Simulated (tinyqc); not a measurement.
## Model parameters from four stresses

Problem. The threshold shift of a transistor under bias-temperature stress follows dV = A (V/V0)^g exp[-(Ea q/kB)(1/T - 1/T0)] (t/1 s)^n. Find n, A, g and Ea.

Values chosen for this exercise: reference stress voltage V0 = 2 V; reference temperature T0 = 373 K.

Constants: q = 1.602176634e-19 C, kB = 1.380649e-23 J/K. Results are converted to the units shown.

dV at (V0, T0, 10 s), (V0, T0, 1000 s), (1.7 V, T0, 1000 s) and (V0, 398 K, 1000 s) (mV): 28.757664  65.880002  27.391499  72.642222

Answer. Each pair differs in one condition, and the logarithm of its ratio gives one exponent.

n = 0.1800
A = 19.00 mV
g = 5.400
Ea = 0.05000 eV

Computed by the program tinyqc: `OMP_NUM_THREADS=1 python tinyqc.py 2070073 2070074 out.jsonl`, one thread of a shared Intel Xeon 2.30GHz, about 0.01 s for the whole run.
